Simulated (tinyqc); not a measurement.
Sp3 tight binding, zinc-blende lattice, step by step. Computed by tinyqc, a small Python program that keeps every step. Command: `OMP_NUM_THREADS=1 python tinyqc.py 27677 27678 out.jsonl` (the two numbers bound the seeds that draw the settings). One thread of a shared host (Intel(R) Xeon(R) Processor @ 2.60GHz), about 0.01 s of CPU time with the checks.

## Bloch Hamiltonian at k

Parameters chosen for this model: zinc-blende lattice, anion at 0, cation at a/4 (1,1,1); V = eta hbar^2 / (m d^2), hbar^2/m = 7.619964 eV angstrom^2:
```
parameter          value      unit
a               3.900000  angstrom
d               1.688750  angstrom
Es anion      -13.560000        eV
Ep anion       -7.860000        eV
Es cation     -13.560000        eV
Ep cation      -7.860000        eV
eta ss         -1.320000
eta sp          1.420000
eta pp sigma    2.220000
eta pp pi      -0.630000
V ss           -3.526926        eV
V sp            3.794118        eV
V pp sigma      5.931649        eV
V pp pi        -1.683306        eV
```

k point k (2 pi / a): [-0.290000, 0.570000, 0.780000]

Slater-Koster rules over the four bonds with direction cosines (l, m, n): ss V_ss; s-px l V_sp; px-s -l V_sp; px-px l^2 V_pps + (1 - l^2) V_ppp; px-py l m (V_pps - V_ppp); each times exp(i k.d).

H(k) at k (eV), order a s, a px, a py, a pz, c s, c px, c py, c pz:
```
[[-13.560000, 0.000000, 0.000000, 0.000000, -2.683233-4.557406i, -5.777881-0.816423i, 2.267702+2.080165i, 1.019062+4.628956i],
 [0.000000, -7.860000, 0.000000, 0.000000, 5.777881+0.816423i, 0.650481+1.104826i, 1.180855+5.363878i, 2.627737+2.410425i],
 [0.000000, 0.000000, -7.860000, 0.000000, -2.267702-2.080165i, 1.180855+5.363878i, 0.650481+1.104826i, -6.695214-0.946043i],
 [0.000000, 0.000000, 0.000000, -7.860000, -1.019062-4.628956i, 2.627737+2.410425i, -6.695214-0.946043i, 0.650481+1.104826i],
 [-2.683233+4.557406i, 5.777881-0.816423i, -2.267702+2.080165i, -1.019062+4.628956i, -13.560000, 0.000000, 0.000000, 0.000000],
 [-5.777881+0.816423i, 0.650481-1.104826i, 1.180855-5.363878i, 2.627737-2.410425i, 0.000000, -7.860000, 0.000000, 0.000000],
 [2.267702-2.080165i, 1.180855-5.363878i, 0.650481-1.104826i, -6.695214+0.946043i, 0.000000, 0.000000, -7.860000, 0.000000],
 [1.019062-4.628956i, 2.627737-2.410425i, -6.695214+0.946043i, 0.650481-1.104826i, 0.000000, 0.000000, 0.000000, -7.860000]]
```

## Levels at k

Diagonalise the Hermitian matrix.

eigenvalues (eV): [-22.427164, -19.694440, -16.374498, -15.807280, -2.045096, -1.110059, 0.311152, 2.867385]

weights |c|^2 of the basis functions, order a s, a px, a py, a pz, c s, c px, c py, c pz:
```
[[0.409992, 0.129484, 0.057479, 0.017977, 0.288550, 0.064311, 0.007994, 0.024214],
 [0.060520, 0.087099, 0.093965, 0.195885, 0.126034, 0.268601, 0.030441, 0.137455],
 [0.016837, 0.131886, 0.087900, 0.256222, 0.001840, 0.013283, 0.308188, 0.183843],
 [0.012652, 0.151531, 0.260656, 0.029915, 0.083577, 0.153805, 0.153377, 0.154488],
 [0.409992, 0.129484, 0.057479, 0.017977, 0.288550, 0.064311, 0.007994, 0.024214],
 [0.060520, 0.087099, 0.093965, 0.195885, 0.126034, 0.268601, 0.030441, 0.137455],
 [0.016837, 0.131886, 0.087900, 0.256222, 0.001840, 0.013283, 0.308188, 0.183843],
 [0.012652, 0.151531, 0.260656, 0.029915, 0.083577, 0.153805, 0.153377, 0.154488]]
```

## Bloch Hamiltonian at L

k point L (2 pi / a): [0.500000, 0.500000, 0.500000]

As before.

H(k) at L (eV), order a s, a px, a py, a pz, c s, c px, c py, c pz:
```
[[-13.560000, 0.000000, 0.000000, 0.000000, -4.987827+4.987827i, -3.097884+3.097884i, -3.097884+3.097884i, -3.097884+3.097884i],
 [0.000000, -7.860000, 0.000000, 0.000000, 3.097884-3.097884i, 1.209170-1.209170i, -3.589724+3.589724i, -3.589724+3.589724i],
 [0.000000, 0.000000, -7.860000, 0.000000, 3.097884-3.097884i, -3.589724+3.589724i, 1.209170-1.209170i, -3.589724+3.589724i],
 [0.000000, 0.000000, 0.000000, -7.860000, 3.097884-3.097884i, -3.589724+3.589724i, -3.589724+3.589724i, 1.209170-1.209170i],
 [-4.987827-4.987827i, 3.097884+3.097884i, 3.097884+3.097884i, 3.097884+3.097884i, -13.560000, 0.000000, 0.000000, 0.000000],
 [-3.097884-3.097884i, 1.209170+1.209170i, -3.589724-3.589724i, -3.589724-3.589724i, 0.000000, -7.860000, 0.000000, 0.000000],
 [-3.097884-3.097884i, -3.589724-3.589724i, 1.209170+1.209170i, -3.589724-3.589724i, 0.000000, 0.000000, -7.860000, 0.000000],
 [-3.097884-3.097884i, -3.589724-3.589724i, -3.589724-3.589724i, 1.209170+1.209170i, 0.000000, 0.000000, 0.000000, -7.860000]]
```

## Levels at L

As before.

eigenvalues (eV): [-23.050277, -20.436702, -14.646661, -14.646661, -2.372693, -1.073339, -1.073339, 3.019672]

## Bands along a path

The same steps at evenly spaced points between the labelled ones.

Bands along the path (eV):
```
k             band 1      band 2      band 3      band 4     band 5     band 6     band 7    band 8
L         -23.050277  -20.436702  -14.646661  -14.646661  -2.372693  -1.073339  -1.073339  3.019672
L-G 0.33  -24.948707  -17.886909  -13.981132  -13.981132  -2.075927  -1.738868  -1.738868  2.071543
L-G 0.67  -26.920454  -13.909830  -12.364137  -12.364137  -3.355863  -3.355863  -2.630086  0.620371
G         -27.667705  -11.280050  -11.280050  -11.280050  -4.439950  -4.439950  -4.439950  0.547705
G-X 0.33  -26.659637  -13.737481  -13.737481  -12.536481  -4.016144  -1.982519  -1.982519  0.372262
G-X 0.67  -23.864387  -16.817728  -16.817728  -15.779413  -2.899440  -0.296759   1.097728  1.097728
X         -19.923988  -19.923988  -18.013272  -18.013272  -1.496012  -1.496012   2.293272  2.293272
X-W 0.33  -19.923988  -19.923988  -18.013272  -18.013272  -1.496012  -1.496012   2.293272  2.293272
X-W 0.67  -19.923988  -19.923988  -18.013272  -18.013272  -1.496012  -1.496012   2.293272  2.293272
W         -19.923988  -19.923988  -18.013272  -18.013272  -1.496012  -1.496012   2.293272  2.293272
```

With 4 band(s) filled, the highest filled level on these points lies at G and the lowest empty one at G: a gap of 6.8401 eV, direct.
